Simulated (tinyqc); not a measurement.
# Interface traps from C-V curves, high-low and Terman methods: what changes with what

MOS capacitor on an n-type substrate; psi is the band bending, negative in depletion; only majority carriers are counted. At the bending psi the Fermi level lies y = xi - psi below the conduction edge at the surface, xi = Vt ln(Nc/Nd). Dit(y) = D0 + D1 exp(-y/E1); traps fill up to the Fermi level, follow the bias and a slow signal, and do not follow a fast one. V is the gate voltage from flat band.

Values chosen for this exercise; band and dielectric values close to those of In0.53Ga0.47As: temperature T = 350 K; relative permittivity eps_r = 14; conduction-band density of states at T Nc = 2.67e17 cm^-3; donor density Nd = 9.9e15 cm^-3; equivalent oxide thickness EOT = 3 nm; trap density far from the band edge D0 = 3.7e10 cm^-2 eV^-1; band-tail density at the conduction edge D1 = 4.9e11 cm^-2 eV^-1; decay energy of the tail E1 = 0.08 eV.

Constants: q = 1.602176634e-19 C, kB = 1.380649e-23 J/K, Vt = kB T/q, eps0 = 8.8541878128e-14 F/cm where lengths are in cm. Results are converted to the units shown.

Each table varies one quantity; the others keep the values above.

## Effect of the oxide thickness on the signal

Cox = 3.9 eps0/EOT, LD = sqrt(eps0 eps_r Vt/(q Nd)), u = psi/Vt, Cd = (eps0 eps_r/(sqrt(2) LD)) |exp(u) - 1|/sqrt(exp(u) - u - 1). Ideal V0 = psi - sqrt(2) (eps0 eps_r Vt/LD) sqrt(exp(u) - u - 1)/Cox for psi < 0; the traps add dV = (q/Cox) times the integral of Dit from 0 to psi = (q/Cox) [D0 psi + D1 E1 exp(-xi/E1) (exp(psi/E1) - 1)]. 1/C_HF = 1/Cox + 1/Cd, 1/C_LF = 1/Cox + 1/(Cd + q Dit). All at psi = -0.143 V.

Effect of the oxide thickness on the signal:

| EOT (nm) | dV (mV) | C_HF (nF/cm^2) | C_LF (nF/cm^2) | (C_LF - C_HF)/Cox (%) |
|---|---|---|---|---|
| 1.4 | -0.95591 | 89.080 | 98.078 | 0.36484 |
| 2.5 | -1.7070 | 86.622 | 95.107 | 0.61432 |
| 4.4 | -3.0043 | 82.681 | 90.377 | 0.98070 |
| 8 | -5.4623 | 76.120 | 82.595 | 1.5002 |
| 14 | -9.5591 | 67.228 | 72.229 | 2.0277 |
| 26 | -17.753 | 54.496 | 57.737 | 2.4401 |
| 46 | -31.408 | 41.422 | 43.268 | 2.4591 |

The stretch-out grows in proportion to the EOT, from -0.956 to -31.4 mV, so thin oxides leave Terman's method little to read; the high-low gap rises from 0.365 to 2.46 % of Cox.

## Subthreshold swing with traps

Same model as above.

At psi = -0.143 V the swing of a transistor with this gate would be S = Vt ln 10 (1 + (Cd + q Dit)/Cox), Dit as above.

Results:

| D0 (cm^-2 eV^-1) | Dit (cm^-2 eV^-1) | q Dit/Cox | S (mV/decade) |
|---|---|---|---|
| 8.5e9 | 3.218e10 | 0.004480 | 75.33 |
| 2.5e10 | 4.868e10 | 0.006776 | 75.49 |
| 7.3e10 | 9.668e10 | 0.01346 | 75.96 |
| 2.1e11 | 2.337e11 | 0.03253 | 77.28 |
| 6.2e11 | 6.437e11 | 0.08960 | 81.25 |
| 5.3e12 | 5.324e12 | 0.7410 | 126.5 |
| 1.5e13 | 1.502e13 | 2.091 | 220.3 |

Estimate the missing row, D0 = 1.8e12 cm^-2 eV^-1.

Computed row:

| D0 (cm^-2 eV^-1) | Dit (cm^-2 eV^-1) | q Dit/Cox | S (mV/decade) |
|---|---|---|---|
| 1.8e12 | 1.824e12 | 0.2538 | 92.65 |

With this row back in the table: S rises from 75.3 to 220 mV/decade; without traps it is 75.0. The traps add 10 mV/decade at Dit = 1.03e12 cm^-2 eV^-1 and equal Cox at 7.18e12.

Range of the model: In a narrow-gap semiconductor minority carriers respond as well once the bending nears the inversion point; they are left out.

tinyqc, about 0.01 s, one thread, Intel Xeon 2.30GHz (shared host): `OMP_NUM_THREADS=1 python tinyqc.py 2030127 2030128 out.jsonl`
